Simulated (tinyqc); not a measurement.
## Permittivity of the insulator from five potentials

Problem. A node lies on a semiconductor-insulator interface. Steps: hs = tb/3 down into the semiconductor, ho = tox/1 up into the insulator, hy = L/6 sideways. The flux balance of its box reads eox (hy/ho)(above - node) + eps_r (hy/hs)(below - node) + [(eps_r hs + eox ho)/(2 hy)](left + right - 2 node) - q Na (hs/2) hy/eps0 = 0. Find eox.

Parameters, values chosen for the exercise; semiconductor permittivity made up:
- eps_r = 15 (relative permittivity of the semiconductor)
- tb = 5 nm (half the body thickness)
- tox = 3.4 nm (insulator thickness)
- L = 33 nm (channel length)
- Na = 0 cm^-3 (acceptor density of the depleted body)

Constants: q = 1.602176634e-19 C, eps0 = 8.8541878128e-14 F/cm where lengths are in cm. Results are converted to the units shown.

psi (V): node 0.26519224, above -0.11, below 0.32330302, left 0.075340778, right 0.82

Solution. The balance is linear in eox.

eox = 7.500

tinyqc, about 0.09 s, one thread, Intel Xeon 2.30GHz (shared host): `OMP_NUM_THREADS=1 python tinyqc.py 2480079 2480080 out.jsonl`
